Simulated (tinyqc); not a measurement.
What each parameter does: type-II superlattice in the two-band Kane model.

Motion along the axis, period d = a + b, c = hbar^2/2m0. Conduction and light-hole bands couple: (E - Ec)(E - Ev) = Ep c k^2 in each layer, with mass m(E) = (E - Ev)/Ep, which may be negative. The conduction envelope psi and psi'/m(E) are continuous; a layer carries them by [[cos kt, (m/k) sin kt], [-(k/m) sin kt, cos kt]] (cosh and sinh for k^2 < 0), and cos(q d) = tr(M_B M_A)/2. C1 is the first miniband above EvB, with its bottom at tr/2 = +1 and its top at -1; the gap is the bottom of C1 less the top heavy-hole level HH1.

Heavy holes are uncoupled: with e = EvB - E, p = sqrt(mhB e/c), w = sqrt(mhA (EvB - EvA - e)/c), the top level HH1 at q = 0 solves (p/mhB) tan(p b/2) = (w/mhA) tanh(w a/2).

Constants: hbar^2/2m0 = 3.80998211 eV angstrom^2.

Values chosen for the exercise (near those of an InAs/GaSb superlattice; shifted at random, so the results belong to these values and not to a real crystal):
- a = 31 angstrom (layer A)
- b = 57 angstrom (layer B)
- EcA = 0 eV (conduction edge of A)
- EvA = -0.417 eV (valence edge of A)
- EcB = 0.986 eV (conduction edge of B)
- EvB = 0.167 eV (valence edge of B)
- EpA = 14.6 eV (coupling energy in A)
- EpB = 17.9 eV (coupling energy in B)
- mhA = 0.36 m0 (heavy hole in A)
- mhB = 0.28 m0 (heavy hole in B)

Bottom and width of C1, HH1 and the gap.

One parameter was then changed.

Results before and after:
```
case     C1 (eV)  width (meV)  HH1 (eV)  gap (meV)
base      0.3844         31.3    0.1380      246.4
changed   0.3815         29.1    0.1181      263.3
```

Which of these changes was made? (a) EvB = 0.147 eV; (b) mhB = 0.32 m0; (c) EpA = 15.8 eV; (d) EvA = -0.447 eV; (e) EcB = 1.036 eV; (f) b = 54 angstrom; (g) a = 28 angstrom.

Answer: (a) EvB = 0.147 eV. Of the candidates, run in turn, only this one gives the changed row.

All candidates:
```
case             C1 (eV)  width (meV)  HH1 (eV)  gap (meV)
base              0.3844         31.3    0.1380      246.4
a = 28 angstrom   0.4193         32.9    0.1380      281.3
b = 54 angstrom   0.3818         35.9    0.1352      246.6
EvB = 0.147 eV    0.3815         29.1    0.1181      263.3
EcB = 1.036 eV    0.3904         27.6    0.1380      252.5
EvA = -0.447 eV   0.3801         30.9    0.1377      242.4
EpA = 15.8 eV     0.3933         32.5    0.1380      255.3
mhB = 0.32 m0     0.3844         31.3    0.1405      243.8
```

Run: tinyqc, `OMP_NUM_THREADS=1 python tinyqc.py 1252477 1252478 out.jsonl`; Intel(R) Xeon(R) Processor @ 2.30GHz, one thread, shared host; about 0.04 s of CPU time with all checks.
